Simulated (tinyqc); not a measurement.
Time-dependent dielectric breakdown: cell percolation, Weibull statistics, area scaling and voltage extrapolation: one step, computed by the program tinyqc.

The oxide is divided into columns of area a^2, each holding m = t_ox/a cells (m is taken as continuous). A share lambda(t) = (t/t_1)^alpha of the cells is defective, and a column whose cells are all defective breaks down.

Question. Fitting the sample. W = ln(-ln(1 - F_i)) with the median ranks F_i. Least squares in W: W = beta ln t - beta ln t63. Maximum likelihood: solve sum t^b ln t/sum t^b - 1/b = mean of ln t for b, then t63 = (mean of t^b)^(1/b).

Weibull plot:
```
i,t (s),F_i,ln t,W
1,5081.52,0.0614035,8.53337,-2.758771
2,5380.99,0.1491228,8.59063,-1.823328
3,5652.18,0.2368421,8.63980,-1.308259
4,6602.13,0.3245614,8.79515,-0.935491
5,10622.63,0.4122807,9.27074,-0.632041
6,12100.91,0.5000000,9.40104,-0.366513
7,12580.90,0.5877193,9.43993,-0.120981
8,14950.76,0.6754386,9.61252,0.118032
9,15236.14,0.7631579,9.63143,0.364894
10,16546.19,0.8508772,9.71391,0.643424
11,26004.40,0.9385965,10.16602,1.026145
```

Give: slope by least squares; t63 by least squares; slope by maximum likelihood; t63 by maximum likelihood.

Answer.

slope by least squares = 1.972

t63 by least squares = 13644 s

slope by maximum likelihood = 2.115

t63 by maximum likelihood = 13486 s

Caution: t_1 is an input here; in a real oxide it changes with thickness at fixed voltage.
